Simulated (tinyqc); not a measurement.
# Carrier density from the ballistic resistance

Inverse problem. A wide ballistic two-dimensional channel with gv valleys has G/W = (2 q^2/h) gv kF/pi and n = gv kF^2/(2 pi). Find kF, n and the Fermi energy C kF^2/m, C = hbar^2/(2 m0).

Parameters, values chosen for the exercise:
- m = 0.042 m0 (mass)
- gv = 1 (valleys)

Constants: q = 1.602176634e-19 C, hbar = 1.054571817e-34 J s, h = 6.62607015e-34 J s, m0 = 9.1093837015e-31 kg, hbar^2/(2 m0) = 0.0380998212 eV nm^2. Results are converted to the units shown.

R W = 85.086044 ohm um

Answer. kF = pi h/(2 q^2 gv R W).

kF = 0.4765 1/nm
n = 3.614e12 cm^-2
Ef = 0.2060 eV

tinyqc, about 0.06 s, one thread, Intel Xeon 2.30GHz (shared host): `OMP_NUM_THREADS=1 python tinyqc.py 2740108 2740109 out.jsonl`
